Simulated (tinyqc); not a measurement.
Undoped symmetric double-gate MOSFET, analytic potential model: one step of the calculation.

An undoped body of thickness ts between two equal insulators and tied gates; long channel, electrons only, n = ni exp((psi - V)/Vt) with V the quasi-Fermi potential (0 at the source, Vd at the drain), constant mobility, no quantisation. Across the body psi(x) = V - 2 Vt ln[(ts/(2 beta)) sqrt(q ni/(2 eps0 eps_r Vt)) cos(2 beta x/ts)], x from the centre. Q is the electron charge per area of the whole body.

Problem. Charges and drain current. beta (between 0 and pi/2) solves (Vg - V0 - V)/(2 Vt) = ln(beta) - ln(cos beta) + 2 r beta tan(beta). Q = 8 eps0 eps_r Vt beta tan(beta)/ts; I = mu (1/L)(4 eps0 eps_r/ts)(2 Vt)^2 [g(beta_s) - g(beta_d)] per width, g = beta tan(beta) - beta^2/2 + r beta^2 tan^2(beta), with beta_s at V = 0 and beta_d at V = Vd.

Values chosen for this exercise; material values close to those of silicon:
```
symbol,value,unit,meaning
T,325,K,temperature
eps_r,11.7,,relative permittivity of the semiconductor
ts,8,nm,body thickness
mu,380,cm^2/(V s),channel mobility
L,0.2,um,gate length
Vd,1,V,drain voltage
```

Constants: q = 1.602176634e-19 C, kB = 1.380649e-23 J/K, Vt = kB T/q, eps0 = 8.8541878128e-14 F/cm where lengths are in cm. Results are converted to the units shown.

beta_s = 1.3963646
beta_d = 0.0010926279
r = 0.56467181

Wanted: Qs; Qd; g(beta_s); g(beta_d); I.

Solution.

Qs = 2299 nC/cm^2
Qd = 3.464e-4 nC/cm^2
g(beta_s) = 42.40
g(beta_d) = 5.969e-7
I = 1309 uA/um

The term r beta^2 tan^2(beta), which gives the square law, makes up 83.6 % of g at the source.

Program tinyqc, `OMP_NUM_THREADS=1 python tinyqc.py 2440030 2440031 out.jsonl`; Intel Xeon 2.30GHz, shared host, one thread, about 0.01 s.
